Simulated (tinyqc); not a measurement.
Changing the pumping speed S: Berg model of reactive sputtering of a nitride or oxide: poisoning, hysteresis and pumping speed. Computed by tinyqc, a small Python program. Command: `OMP_NUM_THREADS=1 python tinyqc.py 3004158 3004159 out.jsonl berg sweep`. One thread of a shared host (Intel(R) Xeon(R) Processor @ 2.30GHz), about 0.05 s of CPU time with the checks.

A diatomic gas reacts with bare metal on the target and on the collecting surfaces; ions remove metal and compound from the target. theta_t and theta_c are the compound fractions.

Inputs (values chosen for the exercise, close to those used for titanium dioxide):

| quantity | value | unit |
|---|---|---|
| ion current density J | 6.1 | mA/cm^2 |
| target area A_t | 250 | cm^2 |
| collecting area A_c | 3100 | cm^2 |
| metal yield Y_m | 0.49 | - |
| compound yield Y_c | 0.024 | - |
| sticking coefficient alpha | 0.22 | - |
| reactive atoms per metal atom z | 2 | - |
| gas mass M | 32 | u |
| gas temperature T | 300 | K |
| reactive partial pressure P | 0.042 | Pa |

Constants: e = 1.602176634e-19 C; u = 1.6605390666e-27 kg; k_B = 1.380649e-23 J/K.

Method:
- Ion flux j = J/e; gas flux F = P/sqrt(2 pi M k_B T). Target: (2/z) alpha F (1 - theta_t) = j Y_c theta_t. Sputtered flows F_c = j Y_c theta_t A_t, F_m = j Y_m (1 - theta_t) A_t. Collector: (2/z) alpha F (1 - theta_c) A_c + F_c (1 - theta_c) = F_m theta_c. Gas use Q = alpha F [(1 - theta_t) A_t + (1 - theta_c) A_c] + P S/(k_B T); 1 sccm = 4.4780e17 molecules/s. Rate R = F_m + F_c, given relative to j Y_m A_t.
- P is a single-valued function of the flow Q only if dQ/dP > 0 everywhere: S must exceed k_B T times the steepest fall of the surface terms with P.
- Turning points solve dQ/dP = 0; a jump keeps Q fixed; the width of the loop is the difference of the two turning flows.

One run for each value:

| pumping speed S (l/s) | width of the loop (sccm) | total flow Q (sccm) |
|---|---|---|
| 10 | 2.0828 | 1.0861 |
| 18 | 1.9036 | 1.2672 |
| 32 | 1.6770 | 1.5843 |
| 58 | 1.3789 | 2.1730 |
| 110 | 0.9774 | 3.3505 |
| 190 | 0.5759 | 5.1621 |
| 340 | 0.1451 | 8.5587 |

Over the rows, width of the loop (sccm) falls from 2.08 to 0.145 (exponent d ln y / d ln x -0.15 between the first rows and -2.4 between the last); total flow Q (sccm) rises from 1.09 to 8.56 (exponent d ln y / d ln x 0.26 between the first rows and 0.87 between the last). The pump term P S/(k_B T) tilts the flow curve upwards; the loop narrows and vanishes at the critical speed, beyond which no width is defined. Left out: 620, 1100, 2000 (a listed quantity is not defined there).

Caution (rows 10.0): here dQ/dP is negative, a branch that flow control cannot hold.
